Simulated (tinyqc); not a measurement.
Harmonic transition-state theory with quantum, tunnelling and friction corrections: one step, computed by the program tinyqc.

One atom hops between equivalent sites; three modes at the minimum and two real modes at the saddle are treated as harmonic, the rest of the crystal as unchanged; melting is ignored, so hot rows may lie above the melting point.

Question. Friction. Kramers: spatial-diffusion factor kappa_s = sqrt(1 + y^2) - y with y = gamma/(2 omega_b); weak-friction (energy-diffusion) estimate kappa_e = Delta/2 with Delta = (16/3)(gamma/omega_b) E_b/(k_B T), the energy lost in one round trip of a well at the barrier energy of a symmetric quartic double well, over k_B T (half of the escaping atoms fall back); bridge 1/kappa = 1/kappa_s + 1/kappa_e. omega_b = 2 pi nu_b; rate with friction = kappa k_cl.

Inputs (values chosen for the exercise, modelled on interstitial hydrogen in silicon): barrier E_b = 0.469 eV; imaginary frequency at the saddle nu_b = 27.2 THz; temperature T = 356 K; friction gamma/(2 pi) = 12 THz.

Lattice of sites: three-dimensional. Correction studied: friction.

frequencies at the minimum (THz): [33.1, 38.8, 43.8]

classical rate k_cl = 5280790 1/s

Constants: k_B = 8.617333262e-05 eV/K.

Give: y; kappa_s; kappa_e; transmission kappa; rate with friction.

Answer.

y = 0.2206

kappa_s = 0.8035

kappa_e = 17.99

transmission kappa = 0.7691

rate with friction = 4.061e+06 1/s

Caution: h nu exceeds k_B T, so zero-point and tunnelling corrections to the classical rate matter. Caution: the bridge is a rough interpolation, good to tens of per cent near the turnover.
